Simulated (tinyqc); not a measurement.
Changing the temperature T: mobility of a non-polar semiconductor in the relaxation-time approximation. Computed by tinyqc, a small Python program. Command: `OMP_NUM_THREADS=1 python tinyqc.py 3000535 3000536 out.jsonl rta sweep`. One thread of a shared host (Intel(R) Xeon(R) Processor @ 2.30GHz), about 0.03 s of CPU time with the checks.

Each valley is treated as a sphere of mass m_d for states and rates, with one isotropic relaxation time; the conductivity mass m_c sets the current.

Inputs (values chosen for the exercise, modelled on electrons in silicon): longitudinal mass m_l = 0.942 m_0; transverse mass m_t = 0.188 m_0; equivalent valleys Z = 6; non-parabolicity alpha = 0.46 1/eV; static permittivity eps_s = 11.7; density rho = 2329 kg/m^3; sound velocity v_l = 9120 m/s; acoustic deformation potential D_A = 9.6 eV; phonon energy hbar w = 58 meV; optical or intervalley deformation potential D_o = 5.4 1e8 eV/cm; final valleys Z_f = 5; carrier density n = 2.9e+14 1/cm^3; compensation ratio C = 0.

Band: Kane. Impurity formula: Brooks-Herring. Further scattering: none.

Constants: k_B = 8.617333262e-05 eV/K; m_0 = 9.1093837015e-31 kg; e = 1.602176634e-19 C; hbar = 1.054571817e-34 J s; eps_0 = 8.8541878128e-12 F/m; k_B = 1.380649e-23 J/K; hbar = 6.582119569e-16 eV s.

Method:
- m_d = (m_l m_t^2)^(1/3); 1/m_c = (1/m_l + 2/m_t)/3; Hall mass factor A = 3 K_m (K_m + 2)/(2 K_m + 1)^2, K_m = m_l/m_t; N_I = n (1 + C)/(1 - C).
- Kane band: hbar^2 k^2/(2 m) = E (1 + alpha E), speed v = hbar k/(m (1 + 2 alpha E)), states per spin, volume and energy g(E) = m k (1 + 2 alpha E)/(2 pi^2 hbar^2); overlap factors are set to 1. Here m = m_d. Masses are multiplied by m_0 and all formulas are in SI units.
- The reduced Fermi level eta = E_F/(k_B T) solves n = 2 Z int g f dE with f = 1/(1 + exp(x - eta)) (Z = 1 unless valleys are given); screening length L_s = sqrt(eps_s eps_0 k_B T/(e^2 dn/deta)), dn/deta = 2 Z int g f (1 - f) dE.
- Integrals over x = E/(k_B T) use 160 Gauss-Legendre points in u = sqrt(x) from 0 to sqrt(max(eta, 0) + 32).
- Phonon occupation N_q = 1/(exp(hbar w/(k_B T)) - 1).
- Acoustic deformation potential (elastic, equipartition, absorption and emission together): 1/tau = 2 pi k_B T D_A^2 g(E)/(hbar rho v_l^2).
- Optical or intervalley deformation potential: 1/tau = (pi Z_f D_o^2/(rho w)) [N_q g(E + hbar w) + (N_q + 1) g(E - hbar w)], with g = 0 below the band edge.
- Each optical term is multiplied by (1 - f(E'))/(1 - f(E)), E' the final energy, for Pauli blocking.
- Singly charged impurities, momentum relaxation: 1/tau = N_I e^4 m (1 + 2 alpha E) Phi/(8 pi (eps_s eps_0)^2 hbar^3 k^3), with alpha = 0 for a parabolic band.
- Brooks-Herring: Phi = ln(1 + b) - b/(1 + b), b = 4 k^2 L_s^2.
- mu = (m_d/m_c) (2 Z e/(3 n k_B T)) int g v^2 tau f (1 - f) dE.
- Averages over x are split at the emission threshold x_0 = hbar w/(k_B T): 64 Gauss-Legendre points in sqrt(x) below it and 128 in sqrt(x - x_0) above it, up to x = max(eta, 0) + 32.
- Rates are added at each energy before the average. With <y> = int g v^2 y f (1 - f) dE: Hall factor r_H = A (3 n k_B T/(2 Z m_d)) <tau^2/(1 + 2 alpha E)>/<tau>^2 (alpha = 0 for a parabolic band); Hall mobility r_H mu; |S| = (k_B/e) (<x tau>/<tau> - eta); resistivity 1/(n e mu).
- Matthiessen's rule adds 1/mu of the separate processes.

One run for each value; columns: (1) temperature T (K); (2) drift mobility mu (cm^2/(V s)); (3) acoustic mobility (cm^2/(V s)); (4) ionised impurity mobility (cm^2/(V s)); (5) optical mobility (cm^2/(V s)); (6) Hall factor r_H; (7) excess of Matthiessen's rule over the full mu (%):
```
(1)    (2)    (3)         (4)         (5)     (6)     (7)
60   20743  29993  2.0002e+05  7.9140e+07  0.8917  25.694
79   15540  19709  2.8062e+05  5.1388e+06  0.9026  18.081
100  11538  13730  3.7588e+05  8.1926e+05  0.9249  12.978
140   6855   8165  5.7166e+05  1.0620e+05  0.9788   9.167
180   4299   5519  7.8233e+05  3.1429e+04  1.0350   8.544
230   2603   3751  1.0620e+06  1.1464e+04  1.0968   8.299
310   1379   2329  1.5380e+06  4.0441e+03  1.1683   7.039
410    766   1478  2.1689e+06  1.7692e+03  1.2208   5.093
530    454    965  2.9621e+06  9.1249e+02  1.2567   3.379
700    261    600  4.1290e+06  4.7877e+02  1.2899   2.003
```

What does the table show, and why?

Over the rows, drift mobility mu (cm^2/(V s)) falls from 20700 to 261 (exponent d ln y / d ln x -1.0 between the first rows and -2.0 between the last); acoustic mobility (cm^2/(V s)) falls from 30000 to 600 (exponent d ln y / d ln x -1.5 between the first rows and -1.7 between the last); ionised impurity mobility (cm^2/(V s)) rises from 200000 to 4.13e6 (exponent d ln y / d ln x about 1.2 throughout). At the low end the exponent of acoustic mobility is -1.53, close to -1.5: the T^(-3/2) law of acoustic scattering in a classical gas. The lowest separate mobility among these three is acoustic from 60.0 to 410, optical from 530 to 700 K. Matthiessen's rule errs most, by 26 %, at 60.0 K.

Caution (rows 60.0, 79.0, 100): n is taken as given; at low temperature (in diamond even at 300 K) real dopants can freeze out, which changes n and N_I.

Extremes, crossings and ranges named in words are read from the listed rows.
